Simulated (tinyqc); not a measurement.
Memristor with linear dopant drift, Biolek window: one step of the calculation.

A film of thickness D has a doped share x: R = Ron x + Roff (1 - x), i = v/R, dx/dt = k i F with k = mv Ron/D^2 and F = 1 - x^(2 p) for i >= 0 and 1 - (x - 1)^(2 p) for i < 0. The drive is v = V0 sin(2 pi f t). The model has no threshold and no heating.

Problem. One Runge-Kutta step. Step h = 1/(12 f), from t = j h. With g(t, x) = dx/dt: k1 = g(t, x), k2 = g(t + h/2, x + h k1/2), k3 = g(t + h/2, x + h k2/2), k4 = g(t + h, x + h k3), x(new) = x + h (k1 + 2 k2 + 2 k3 + k4)/6.

Parameters, values chosen for the exercise:

| symbol | value | unit | meaning |
|---|---|---|---|
| Ron | 50 | ohm | resistance of the fully doped film |
| Roff | 16000 | ohm | resistance of the undoped film |
| D | 8 | nm | film thickness |
| mv | 1.4e-14 | m^2/(V s) | dopant mobility |
| V0 | 0.5 | V | amplitude |
| p | 2 |  | window exponent |
| f | 1.3 | Hz | frequency |

x at step 1 = 0.44967895
j = 1

Give: k1..k4; x at step 2.

Solution.

k1..k4 (1/s): [0.29709, 0.42591, 0.42844, 0.53526]
x at step 2 = 0.47683

Numbers from tinyqc (`OMP_NUM_THREADS=1 python tinyqc.py 2880113 2880114 out.jsonl`; about 0.3 s on one thread of a shared Intel Xeon 2.30GHz).
